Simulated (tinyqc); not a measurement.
Trap depth and cross-section from two peaks.

Question. A DLTS peak lies where ew = sn g T^2 exp(-Et/kB T), g = vth Nc/(300 K)^2. Find Et and sn.

Parameters, values chosen for the exercise: conduction-band density of states at 300 K Nc = 1.72e19 cm^-3; thermal velocity at 300 K vth = 2e7 cm/s.

Constants: q = 1.602176634e-19 C, kB = 1.380649e-23 J/K. Results are converted to the units shown.

peak temperatures for ew = 20 and 500 1/s (K): [137.79789, 159.09809]

Solution. The slope of ln(ew/T^2) against q/kB T is -Et, and the intercept is ln(sn g).

Et = 0.260 eV
sn = 8.90e-16 cm^2

Program tinyqc, `OMP_NUM_THREADS=1 python tinyqc.py 2050104 2050105 out.jsonl`; Intel Xeon 2.30GHz, shared host, one thread, about 0.01 s.
